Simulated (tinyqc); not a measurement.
What moves the results: Koster-Slater impurity in an sp3s* host. A value that a table varies takes the place of the one given here.

sp3s* tight binding, nearest neighbours only: anion (a) at 0, cation (c) at a/4 (1,1,1), orbitals s, px, py, pz, s* on each; k in units of 2 pi/a. With phases e_j = exp(i (pi/2) k.n_j) for n = (1,1,1), (1,-1,-1), (-1,1,-1), (-1,-1,1): g0 = (e1+e2+e3+e4)/4, g1 = (e1+e2-e3-e4)/4, g2 = (e1-e2+e3-e4)/4, g3 = (e1-e2-e3+e4)/4. The diagonal holds the levels Esa, Epa, Exa (s*) and Esc, Epc, Exc. Anion-cation block: <sa|sc> = Vss g0; <sa|xc> = Vsapc g1; <xa|sc> = -Vscpa g1; <xa|xc> = Vxx g0; <xa|yc> = <ya|xc> = Vxy g3, <xa|zc> = <za|xc> = Vxy g2, <ya|zc> = <za|yc> = Vxy g1; <s*a|xc> = Vxapc g1; <xa|s*c> = -Vpaxc g1; y and z take g2 and g3 in place of g1; s-s* and s*-s* vanish.

A defect on a cation site (c) shifts the s level there by Vs or the three p levels by Vp and leaves the rest. A level in the gap solves 1/Vs = G_s(E) (symmetry A1) or 1/Vp = G_p(E) (T2, threefold), with G(E) = (1/N^3) sum over k and bands of w/(E - e), where w is the weight of the state on the s orbital of that site, or the mean weight on its px, py, pz. Mesh: k = f1 (-1,1,1) + f2 (1,-1,1) + f3 (1,1,-1), f = (j + 1/2)/N, j = 0 to N - 1. Energies from the top of the valence band at Gamma; the s* orbital of the site is left as it is. An infinite shift removes the s or p orbitals, the model of the ideal vacancy: G(E) = 0.

Values chosen for the exercise (out of a larger set: near a published set for SiC; not measured data): p = (-8.481, 2.12, -4.832, 4.349, 9.631, 9.352, -12.399, 3.026, 5.92, 9.512, 9.217, 8.725, 4.408) eV (order Esa, Epa, Esc, Epc, Exa, Exc, Vss, Vxx, Vxy, Vsapc, Vscpa, Vxapc, Vpaxc); N = 4 (mesh); V = -24.7 eV (shift of the s level).

## Level against strength of the defect

Eg (smallest gap of the host) = 2.30814 eV

A dash: no level in the gap from 0 to Eg. The last row is the ideal vacancy.

Levels (eV above the valence band):
```
shift (eV)     A1     T2
-40         1.168  1.121
-20         2.122  1.427
-12             -  1.739
-8              -  1.979
-5              -  2.177
-3              -  2.292
+3              -      -
+5              -      -
+8              -      -
+12             -  0.021
+20             -  0.239
+40             -  0.485
vacancy         -  0.791
```

A1: a level lies in the gap for the attractive shifts -20 and -40 eV, and no repulsive one does; G has no zero in the gap, so there is no vacancy level there and a strong enough shift drives the level out through the far edge. T2: a level lies in the gap for the attractive shifts -3, -5, -8, -12, -20 and -40 eV and for the repulsive +12, +20 and +40 eV; both branches tend to the vacancy level, 0.791 eV, which pins them. A level passes the edges where the shift equals 1/G, a value that is sensitive to the mesh there: on this one 1/G(0) = -291.2 and 1/G(Eg) = -17.3 eV for s, 11.3 and -2.7 eV for p.

## Convergence with the mesh

The same level (G_s = 1/V) on meshes of growing size; a dash: no level from 0 to Eg.

Mesh:
```
N  points  G_s(Eg/2) (1/eV)  level (eV)
2       8          -0.02551      1.7783
3      27          -0.02475      1.8145
4      64          -0.02470      1.8160
6     216          -0.02470      1.8160
8     512          -0.02470      1.8160
```

Against N = 8, G at mid-gap is off by -0.00081 at N = 2 and 0.00000 1/eV at N = 6; the level moves by 0.0 meV from N = 6 to 8. Errors in G are magnified in the level by 1/|dG/dE|, and a level near a band edge needs the finest mesh, since the sum there is ruled by few points.

(tinyqc, `OMP_NUM_THREADS=1 python tinyqc.py 1480907 1480908 out.jsonl`, Intel(R) Xeon(R) Processor @ 2.30GHz, 1 thread, shared host, about 0.08 s.)
